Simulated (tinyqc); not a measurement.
X-ray photoelectron analysis of a thin oxide on a semiconductor: attenuation lengths, thickness, angle series and band offsets: one step, computed by the program tinyqc.

The same element is seen in the oxide and in the substrate, at nearly the same kinetic energy; films are flat and uniform, and the work function is ignored.

Question. Band offsets by core levels. Valence band offset = (E_core - E_v)(substrate) - (E_core - E_v)(oxide) + (core level separation at the interface, oxide less substrate). The separation is made here from the given offset; a uniform field F that raises the binding energy towards the surface shifts the oxide peak by e F <z>, <z> = d/(1 - exp(-x)) - d/x, x = d/(L_o cos theta), being the mean distance from the interface. Conduction band offset = oxide gap - substrate gap - valence band offset.

Inputs (values chosen for the exercise, modelled on SiO2 on silicon):

| quantity | value | unit |
|---|---|---|
| oxide gap | 8.94 | eV |
| substrate gap | 1.12 | eV |
| oxide thickness d | 0.5 | nm |
| valence band offset used to make the data | 4.56 | eV |
| core level less valence band top, substrate | 98.84 | eV |
| core level less valence band top, thick oxide | 98.48 | eV |
| field in the oxide | 0.94 | MV/cm |

d/(L_o cos theta) = 0.1101557

Give: separation without field; <z>; separation with field; apparent valence band offset; true conduction band offset; apparent conduction band offset.

Answer.

separation without field = 4.2 eV

<z> = 0.2546 nm

separation with field = 4.224 eV

apparent valence band offset = 4.584 eV

true conduction band offset = 3.26 eV

apparent conduction band offset = 3.236 eV

The field biases both offsets by 0.024 eV, in opposite directions.
